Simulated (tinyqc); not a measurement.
Sub-threshold conduction and electro-thermal threshold of an amorphous chalcogenide: two steps of the calculation.

Trap-limited conduction: I = I0 exp(-Ea/kB T) sinh(q V dz/(2 ua kB T)), I0 = 2 q A Nt dz/ta. One lumped temperature T = T0 + Rt I V. The threshold is the largest V for which a steady state exists on the low-current branch.

Parameters, values chosen for the exercise; values of the order of Ge-Sb-Te and related chalcogenides:
- T0 = 300 K (ambient temperature)
- A = 1900 nm^2 (cross-section)
- ua = 36 nm (amorphous thickness)
- dz = 4 nm (distance between traps)
- Ea = 0.32 eV (activation energy)
- Nt = 2.6e19 cm^-3 (trap density)
- ta = 2e-14 s (attempt time)
- Rt = 1.2 K/uW (thermal resistance)
- V = 2.48 V (voltage across the amorphous layer)

Constants: q = 1.602176634e-19 C, kB = 1.380649e-23 J/K. Results are converted to the units shown.

Problem 1. Isothermal quantities. I0, the low-field resistance 2 ua kB T0 exp(Ea/kB T0)/(q dz I0), the slope voltage V0 = 2 ua kB T0/(q dz), and I at V without heating.

Give: I0; low-field resistance; V0; I without heating.

Solution 1.

I0 = 3.1659 mA
low-field resistance = 34.917 Mohm
V0 = 0.46534 V
I without heating = 1.3749 uA

Problem 2. Self-heating. I at the present T, then T(new) = T0 + Rt I V.

T after iteration 1 = 304.09158 K

Wanted: I; T after iteration 2.

Solution 2.

I = 1.512 uA
T after iteration 2 = 304.5 K

Range of the model: Purely electronic switching mechanisms, filaments and series resistance are left out.

Program tinyqc, `OMP_NUM_THREADS=1 python tinyqc.py 2490128 2490129 out.jsonl`; Intel Xeon 2.30GHz, shared host, one thread, about 0.01 s.
